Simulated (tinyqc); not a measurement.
## Activation energy and ten-year temperature from two bakes

Inverse problem. tr goes as exp(q Ex/(kB T)); ten years are 3.15576e8 s. Find Ex and the temperature T10 at which tr is ten years.

Constants: q = 1.602176634e-19 C, kB = 1.380649e-23 J/K. Results are converted to the units shown.

time to crystallise at 473 and 488 K (s): [17, 1.6412494]

Solution. ln tr is linear in 1/T; the line is extended to ten years.

Ex = 3.10 eV
T10 = 388 K

Computed by the program tinyqc: `OMP_NUM_THREADS=1 python tinyqc.py 2880021 2880022 out.jsonl`, one thread of a shared Intel Xeon 2.30GHz, about 0.01 s for the whole run.
